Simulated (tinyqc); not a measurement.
Slater-Koster d bands of a bcc metal: one step. Levels and character. Two cases, with inputs chosen for the exercise.

Problem. Diagonalise H; t2g is xy, yz, zx and eg the other two.

Give: levels; weights.

Case 1.

H(k) (eV), lower triangle:
```
               xy         yz         zx     x2-y2     3z2-r2
xy      -1.899742
yz              0  -1.716611
zx              0   0.602055  -1.486181
x2-y2           0          0          0  0.288275
3z2-r2   0.371666          0          0  0.153375  -0.170324
```

Solution.

levels (eV): -2.2144  -1.9767  -0.9884  -0.1458  0.3406

weights:
```
     band 1  band 2  band 3  band 4  band 5
t2g   1.000   0.959   1.000   0.038   0.003
eg    0.000   0.041   0.000   0.962   0.997
```

Case 2.

H(k) (eV), lower triangle:
```
               xy         yz         zx     x2-y2    3z2-r2
xy      -1.538830
yz              0  -1.225741
zx              0   0.782063  -1.024467
x2-y2           0          0          0  1.559492
3z2-r2   0.634334          0          0  0.095023  1.108413
```

Solution.

levels (eV): -1.9136  -1.6831  -0.3366  1.2268  1.5854

weights:
```
     band 1  band 2  band 3  band 4  band 5
t2g   1.000   0.951   1.000   0.046   0.003
eg    0.000   0.049   0.000   0.954   0.997
```

Computed by tinyqc, one run a case: `OMP_NUM_THREADS=1 python tinyqc.py N N+1 out.jsonl` with N = 1452188, 1452458; one thread of a shared Intel(R) Xeon(R) Processor @ 2.30GHz, about 0.03 s a run at most.
